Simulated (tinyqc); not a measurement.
# Worked calculation: biaxially strained (001) channel, valley splitting in an inversion layer

Numbers from tinyqc (`OMP_NUM_THREADS=1 python tinyqc.py 2530014 2530015 out.jsonl`; about 0.01 s on one thread of a shared Intel Xeon 2.30GHz). Printed values are rounded.

A thin layer grown on a relaxed buffer is stretched in the plane. The two valleys with their long axis along the growth direction (D2) sink against the four in-plane ones (D4); confinement in a triangular well splits them too. Only the lowest subband of each set is kept; one relaxation time, so the weakening of intervalley scattering is left out.

Inputs (values chosen for the exercise); values close to those of silicon on relaxed silicon-germanium: temperature T = 250 K; germanium share of the relaxed buffer x = 0.25; lattice mismatch per unit x b1 = 0.0418; elastic constant c11 = 170 GPa; elastic constant c12 = 63.7 GPa; shear deformation potential Xu = 8.87 eV; longitudinal mass ml = 0.913 m0; transverse mass mt = 0.186 m0; confining field F = 1.1 MV/cm; inversion density Ns = 2.2e12 cm^-2; Burgers vector bv = 0.384 nm.

Constants: q = 1.602176634e-19 C, kB = 1.380649e-23 J/K, hbar = 1.054571817e-34 J s, m0 = 9.1093837015e-31 kg, Vt = kB T/q, hbar^2/(2 m0) = 0.0380998212 eV nm^2. Results are converted to the units shown.

## Strain, stress and splitting

e_par = b1 x, e_perp = -2 (c12/c11) e_par, splitting D = Xu (e_par - e_perp), in-plane stress (c11 + c12 - 2 c12^2/c11) e_par.

e_par = 1.045 %
e_perp = -0.7831353 %
D = 162.1556 meV
stress = 1.943308 GPa

## Subband edges and densities of states

Levels E(m) = 2.33811 (hbar^2 q^2 F^2/(2 m))^(1/3): E2 = E(ml), E4 = E(mt) + D; N2 = 2 mt kB T/(pi hbar^2), N4 = 4 sqrt(mt ml) kB T/(pi hbar^2).

E2 = 0.1861848 eV
E4 = 0.4785752 eV
N2 = 3.347750e12 cm^-2
N4 = 1.483413e13 cm^-2

Of the gap E4 - E2 = 292 meV, confinement gives 130 meV.

## Iteration 1: critical thickness by substitution

h at the start = 100 nm

Critical thickness (Matthews-Blakeslee, 60-degree dislocations): h = bv (1 - nu/4)[ln(h/bv) + 1]/(4 pi e_par (1 + nu)), nu = c12/(c11 + c12). The right side gives h(new); e_par = b1 x.

h after iteration 1 = 14.05164 nm

## Iteration 2: critical thickness by substitution

As before.

h after iteration 2 = 9.849541 nm

## Course of the iteration: critical thickness by substitution

Stop when h changes by less than 1e-7 nm, or after 60 iterations.

Course of the iteration:
```
iteration    h (nm)  |change| (nm)
1          14.05164           85.9
2          9.849541           4.20
3          9.088716          0.761
4          8.916576          0.172
5          8.875631         0.0409
6          8.865776        9.86e-3
7          8.863397        2.38e-3
8          8.862822        5.75e-4
9          8.862684        1.39e-4
10         8.862650        3.35e-5
11         8.862642        8.10e-6
12         8.862640        1.96e-6
13         8.862640        4.73e-7
14         8.862639        1.14e-7
15         8.862639        2.76e-8
```

Converged in 15 iterations. At the end each change is about 0.24 times the one before: linear convergence.

## Share of the light valleys and conductivity mass

EF = 0.1846049 eV

EF solves Ns = N2 ln(1 + exp((EF - E2)/Vt)) + N4 ln(1 + exp((EF - E4)/Vt)); f2 is the share in D2, and 1/mc = f2/mt + (1 - f2)(1/mt + 1/ml)/2.

f2 = 0.9999920
mc = 0.1860006 m0

Without strain f2 would be 0.985 and mc 0.187 m0, so repopulation alone gains 0.58 % in mobility.
